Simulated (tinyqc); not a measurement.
## Trap density from the barrier height

Inverse problem. In a partly depleted grain with all boundary traps filled, 2 N W = Qt and VB = q N W^2/(2 eps0 eps_r). Find Qt, W and the doping at which VB would equal Vt.

Inputs (values chosen for the exercise): temperature T = 350 K; relative permittivity eps_r = 11.7.

Constants: q = 1.602176634e-19 C, kB = 1.380649e-23 J/K, Vt = kB T/q, eps0 = 8.8541878128e-14 F/cm where lengths are in cm. Results are converted to the units shown.

doping = 1e18 cm^-3
barrier height = 0.18578438 V

Answer. Eliminating W gives VB = q Qt^2/(8 eps0 eps_r N), which falls as 1/N.

Qt = 3.100e12 cm^-2
W = 15.50 nm
doping for VB = Vt = 6.160e18 cm^-3

tinyqc, about 0.01 s, one thread, Intel Xeon 2.30GHz (shared host): `OMP_NUM_THREADS=1 python tinyqc.py 2830138 2830139 out.jsonl`
